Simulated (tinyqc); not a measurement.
Delta-doped layer in the Thomas-Fermi potential: sweeps and comparisons. A value that a table varies takes the place of the one given here.

All donors ionised in the plane z = 0, zero temperature, energies from the Fermi level EF of the Thomas-Fermi model, which lies at the bulk band edge; c = hbar^2/2m0, q = e^2/(4 pi eps0). Layer in a (001) plane: two valleys with m_z = ml, m_d = mt (unprimed) and four with m_z = mt, m_d = sqrt(ml mt) (primed); m3 = (ml mt^2)^(1/3), gv = 6. With n = (gv/3 pi^2)(m3 (-V)/c)^(3/2) and V'' = -(4 pi q/eps) n for z > 0, the solution is V = -b/(|z| + z0)^4 with sqrt(b) = 20/K, K = (4 pi q/eps)(gv/3 pi^2)(m3/c)^(3/2), and z0^5 = 4b/(e F0), e F0 = 2 pi q N/eps; 1e13/cm^2 = 1e-3/angstrom^2. Exchange and correlation are left out.

Subbands solve -(c/m_z) psi'' + V psi = E psi on 1280 points of spacing z0/80; up to ten levels for each group, kept if bound with an rms width below 2.5 z0.

Constants: hbar^2/2m0 = 3.80998211 eV angstrom^2; e^2/(4 pi eps0) = 14.39964547 eV angstrom.

Inputs chosen for the exercise (near those of a delta-doped layer in Si; the results hold for these values, not for the real material):
```
symbol  value                             unit         meaning
ml      0.893                             m0           longitudinal mass
mt      0.186                             m0           transverse mass
eps     12                                             dielectric constant
Nl      (1.1, 2.2, 4.4, 7.7, 13, 22, 35)  x 1e13/cm^2  sheet densities
N       11                                x 1e13/cm^2  donor sheet density
```

## Doping density

The well, the lowest level and the filling anew; at zero temperature n_i = g m_d (mu - E_i)/(2 pi c), with mu fixed by sum n_i = N.

Results:
```
N (1e13/cm^2)  z0 (angstrom)  depth (eV)  lowest (eV)  next - lowest (eV)  occupied  share of lowest (%)
1.1                     32.6      0.0677      -0.0241              0.0121         2                 32.6
2.2                     28.4      0.1178      -0.0461              0.0218         3                 31.0
4.4                     24.7      0.2051      -0.0872              0.0388         3                 29.4
7.7                     22.1      0.3209      -0.1453              0.0614         3                 28.1
13                      19.9      0.4879      -0.2332              0.0936         3                 26.9
22                      17.9      0.7432      -0.3736              0.1422         4                 25.7
35                      16.3      1.0775      -0.5649              0.2049         4                 24.6
```

The depth grows as N^(4/5) and z0 shrinks as N^(-1/5): factors 15.9 and 2.00 for 32 times the doping. The lowest level deepens faster, with exponent 0.91, since the zero-point energy takes a smaller share of a deeper well (64 % falling to 48 %). The number of occupied subbands is 2 in the first row and 4 in the last. Depths beyond about 0.5 eV stretch parabolic valleys past their range.

## What each parameter does

z0, depth, lowest level and its rms width. Each row changes one parameter from the base and keeps the others.

Results:
```
case                  z0 (angstrom)  depth (eV)  lowest (eV)  rms z (angstrom)
base                          20.59      0.4269      -0.2006              4.80
N = 17.6 x 1e13/cm^2          18.74      0.6217      -0.3060              4.00
eps = 10.8                    19.33      0.4452      -0.2047              4.69
ml = 1.027 m0                 20.02      0.4151      -0.1978              4.54
mt = 0.158 m0                 21.98      0.4557      -0.2247              4.67
```

The largest shifts from the base row, up to three for each result and ties (the steps differ in size, so this ranks the rows, not the parameters). z0 (angstrom): N -1.85, mt +1.39, eps -1.26. depth (eV): N +0.1948, mt +0.0288, eps +0.0184. lowest (eV): N -0.1055, mt -0.0241, eps -0.0041. rms z (angstrom): N -0.80, ml -0.26, mt -0.13.

(tinyqc, `OMP_NUM_THREADS=1 python tinyqc.py 1280556 1280557 out.jsonl`, Intel(R) Xeon(R) Processor @ 2.30GHz, 1 thread, shared host, about 0.2 s.)
